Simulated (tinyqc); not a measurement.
Comparisons within one model: complex band structure along [001] in sp3s* tight binding. A value that a table varies takes the place of the one given here.

For k = (0, 0, kz) the phase sums are g0 = cos(phi) and g3 = i sin(phi), phi = kz a/4, and the s, pz, s* orbitals of anion (a) and cation (c) decouple from px, py. With z = exp(i phi), H(z) = H0 + z T + T^T/z for any complex z. H0 is diagonal (Esa, Epa, Exa, Esc, Epc, Exc). The anion-cation block is B(z) = z U + W/z and the cation-anion block z W^T + U^T/z, where U has Vss/2 (s,s), Vsapc/2 (s,z), -Vscpa/2 (z,s), Vxx/2 (z,z), Vxapc/2 (s*,z), -Vpaxc/2 (z,s*), and W has the same values with the s-z and s*-z signs reversed. |z| = 1 is a band state, |z| < 1 decays along [001] as exp(-kappa d) over a distance d, kappa = -(4/a) ln|z|. No spin-orbit coupling.

Inputs chosen for the exercise (near a published set for Ge, fitted to gaps, whose masses and valley positions are rough (light masses up to twice too heavy); shifted at random, so the results belong to these values and not to a real crystal): p = (-5.896, 1.622, -5.896, 1.622, 6.411, 6.411, -6.856, 1.595, 4.913, 5.507, 5.507, 5.236, 5.236) eV (order Esa, Epa, Esc, Epc, Exa, Exc, Vss, Vxx, Vxy, Vsapc, Vscpa, Vxapc, Vpaxc); a = 5.658 angstrom (lattice constant); Eg = 0.774 eV (top of the energy range, the indirect gap); dE = 0.13 eV (E - Ev).

## Two branches across an indirect gap

Ev = 0.02700 eV

The smallest kappa with Re kz = 0 and the smallest with Re kz > 0, at energies E from Ev; a dash: no such root.

Decay constants:
```
E/Eg  E (eV)  kappa at Gamma (1/angstrom)  kappa off Gamma (1/angstrom)  its Re kz (2 pi/a)
0.05  0.0387                       0.0228                        0.3987               0.781
0.20  0.1548                       0.0429                        0.3685               0.784
0.35  0.2709                       0.0530                        0.3346               0.787
0.50  0.3870                       0.0582                        0.2959               0.791
0.65  0.5031                       0.0596                        0.2498               0.795
0.80  0.6192                       0.0573                        0.1909               0.799
0.90  0.6966                       0.0532                        0.1367               0.802
0.97  0.7508                       0.0489                        0.0777               0.804
```

What can be read from the table?

The branch at Gamma decays more slowly on all rows listed; the other takes over only closer to its band edge, where its kappa goes to zero. The two differ in Re kz, so passing from one to the other needs kz from an abrupt interface, a steep field, a phonon or a defect. Valleys off the [001] axis, such as L, are not seen on these branches.

## Energy and lattice constant

The slowest root of the s-pz block and the heavy-hole branch, sinh^2(kappa a/4) = ((E - Epa)(E - Epc) - Vxx^2)/(Vxx^2 - Vxy^2), at E = Ev + dE with Ev the lower root of [[Epa, Vxx], [Vxx, Epc]]; the couplings are kept when a changes. Each row changes one parameter from the base and keeps the others.

Results:
```
case                slowest kappa (1/angstrom)  heavy-hole kappa (1/angstrom)
base                                    0.0399                         0.0957
dE = 0.1 eV                             0.0355                         0.0844
a = 5.828 angstrom                      0.0387                         0.0929
```

How do the results move?

The largest shifts from the base row, up to three for each result and ties (the steps differ in size, so this ranks the rows, not the parameters). slowest kappa (1/angstrom): dE -0.0043, a -0.0012. heavy-hole kappa (1/angstrom): dE -0.0113, a -0.0028. With the couplings fixed, kappa a stays, so kappa scales as 1/a.

(tinyqc, `OMP_NUM_THREADS=1 python tinyqc.py 1481022 1481023 out.jsonl`, Intel(R) Xeon(R) Processor @ 2.30GHz, 1 thread, shared host, about 0.01 s.)
